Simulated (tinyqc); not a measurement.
From results back to parameters: effective work function and flat-band voltage of a metal/high-k/SiO2/Si stack with a dipole layer. Four cases, with inputs chosen for the exercise.

Problem. Three stacks with (t1, t2) = (8, 20), (30, 20) and (8, 60) angstrom have the flat-band voltages below. VFB = W0 - (chi + dEF) - 4 pi e2 [Q1 EOT + Q2 x2]/3.9 with x2 = t2 3.9/eps2, EOT = t1 + x2, e2 = e^2/4 pi eps0, 1 cm^-2 = 1e-16 angstrom^-2; W0 is the work function with the dipole step.

Constants: e^2/(4 pi eps0) = 14.39964547 eV angstrom.

Case 1.

Values chosen (out of a larger set: a stack on Si capped with a lanthanum-like oxide; not measured data): chi = 4.052 eV (electron affinity of the channel); dEF = 0.431 eV (Ec - EF in the channel); eps = (3.9, 22.5) (their dielectric constants).

VFB (V): -0.1896392  -0.1181867  -0.1767716

Case 2.

Values chosen (out of a larger set: a stack on Si capped with an aluminium-like oxide; not measured data): chi = 4.047 eV (electron affinity of the channel); dEF = 0.809 eV (Ec - EF in the channel); eps = (3.9, 18.3) (their dielectric constants).

VFB (V): -0.5205714  -0.5286353  -0.5185542

Case 3.

Values chosen (out of a larger set: a stack on Si capped with a titanium-like oxide; not measured data): chi = 4.05 eV (electron affinity of the channel); dEF = 0.239 eV (Ec - EF in the channel); eps = (3.9, 17.4) (their dielectric constants).

VFB (V): 0.3559135  0.3498911  0.2869024

Case 4.

Values chosen (out of a larger set: a stack on Si capped with a magnesium-like oxide; not measured data): chi = 4.05 eV (electron affinity of the channel); dEF = 0.699 eV (Ec - EF in the channel); eps = (3.9, 26.5) (their dielectric constants).

VFB (V): -0.3753408  -0.3998389  -0.3950065

Find: Q1; Q2; W0.

Solution. The first two stacks differ in t1 alone and give Q1; the first and third give Q1 + Q2; W0 follows from any of them.

Case 1.

Q1 = -7.0e+11 e/cm^2
Q2 = 3.0e+11 e/cm^2
W0 = 4.261 eV

Case 2.

Q1 = 7.9e+10 e/cm^2
Q2 = -1.3e+11 e/cm^2
W0 = 4.337 eV

Case 3.

Q1 = 5.9e+10 e/cm^2
Q2 = 1.6e+12 e/cm^2
W0 = 4.682 eV

Case 4.

Q1 = 2.4e+11 e/cm^2
Q2 = 4.8e+11 e/cm^2
W0 = 4.392 eV

Computed by tinyqc, one run a case: `OMP_NUM_THREADS=1 python tinyqc.py N N+1 out.jsonl` with N = 1850283, 1850284, 1850312, 1850342; one thread of a shared Intel(R) Xeon(R) Processor @ 2.30GHz, about 0.01 s a run at most.
